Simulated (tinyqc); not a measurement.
# Worked calculation: ballistic Schottky-barrier transistor with a two-dimensional channel, WKB contacts

Computed by the program tinyqc: `OMP_NUM_THREADS=1 python tinyqc.py 2390066 2390067 out.jsonl`, one thread of a shared Intel Xeon 2.30GHz, about 0.2 s for the whole run. Printed values are rounded.

Source Fermi level 0, drain Fermi level -Vd. Far from the contacts Ec = pn - psi, and the gate moves psi one to one; the band edges relax as exp(-x/lam) from pn at the source and pn - Vd at the drain; Ev = Ec - Eg. A carrier of energy w inside the channel band meets at a contact a barrier of height D (the contact edge beyond the channel edge): T = 1 for w >= D, else exp(-S), S = 4 lam sqrt(m/C) [sqrt(D - w) - sqrt(w) arctan sqrt((D - w)/w)], C = hbar^2/(2 m0). The two contacts combine as Ts Td/(Ts + Td - Ts Td).

Parameters, values chosen for the exercise; channel values close to those of a molybdenum disulphide layer: temperature T = 300 K; band gap Eg = 1.7 eV; barrier for electrons at both contacts pn = 0.29 eV; electron mass mn = 0.5 m0; hole mass mp = 0.61 m0; valleys or subbands g = 2; screening length at the contacts lam = 1.3 nm; drain bias Vd = 0.5 V; band shift psi of the channel by the gate ps = 0.16 V; energy of one carrier inside the channel band w0 = 0.096 eV; upper end of the grid wm = 0.34 eV; points of the grid nE = 13.

Constants: q = 1.602176634e-19 C, kB = 1.380649e-23 J/K, hbar = 1.054571817e-34 J s, h = 6.62607015e-34 J s, m0 = 9.1093837015e-31 kg, Vt = kB T/q, hbar^2/(2 m0) = 0.0380998212 eV nm^2. Results are converted to the units shown.

Range of the model: No scattering, image-force lowering, channel charge or band-to-band tunnelling; parabolic kappa overstates S deep in the gap.

## Band edges and barriers

Electrons: Ds = psi, Dd = psi - Vd, Es = Ec, Ed = Ec + Vd. Holes: Ds = -psi, Dd = Vd - psi, Es = -Ev, Ed = -Ev - Vd. The size of each current is taken; both flow from drain to source and add.

Ec = 0.13 eV
Ev = -1.57 eV
D for electrons (eV): source 0.1600000, drain -0.3400000
D for holes (eV): source -0.1600000, drain 0.3400000

A negative D is no barrier. Here the electrons carry the larger current.

## Transmission of one of the electrons

S and T at both contacts for w = w0, and the tunnelling distance lam ln(D/w) at the higher barrier.

S at the source = 0.7691364
S at the drain = 0
combined T = 0.4634131
tunnelling distance = 0.6640733 nm

## Current of the electrons on a coarse grid

I/W = g (2 q^2/h) int T(w) [N(Es + w) - N(Ed + w)] dw with w the energy of motion along the channel, N(y) = (1/2 pi) sqrt(pi m kB T/C) Fm(-y/kB T), Fm(x) = (1/sqrt(pi)) int_0^infinity u^(-1/2)/(1 + exp(u - x)) du. Electrons: Ds = psi, Dd = psi - Vd, Es = Ec, Ed = Ec + Vd. Holes: Ds = -psi, Dd = Vd - psi, Es = -Ev, Ed = -Ev - Vd. The size of each current is taken; both flow from drain to source and add. Simpson's rule on nE equally spaced w from 0 to wm.

```
point,w (eV),Ts,Td,T,size of the supply difference (1/um)
0,0.0000000,5.340278e-4,1,5.340278e-4,1.070920
1,0.0283333,0.03948304,1,0.03948304,0.3590140
2,0.0566667,0.1541344,1,0.1541344,0.1201100
3,0.0850000,0.3616134,1,0.3616134,0.04015592
4,0.1133333,0.6367407,1,0.6367407,0.01342210
5,0.1416667,0.9028474,1,0.9028474,0.004485988
6,0.1700000,1,1,1,0.001499287
7,0.1983333,1,1,1,5.010805e-4
8,0.2266667,1,1,1,1.674669e-4
9,0.2550000,1,1,1,5.596935e-5
10,0.2833333,1,1,1,1.870558e-5
11,0.3116667,1,1,1,6.251615e-6
12,0.3400000,1,1,1,2.089360e-6
```

current = 0.2799748 uA/um

A converged quadrature gives 0.2796 uA/um; this grid is 0.14 % above that. 3.16 % of it passes over both barriers, the rest tunnels. The other carrier adds 2.28e-18 uA/um.
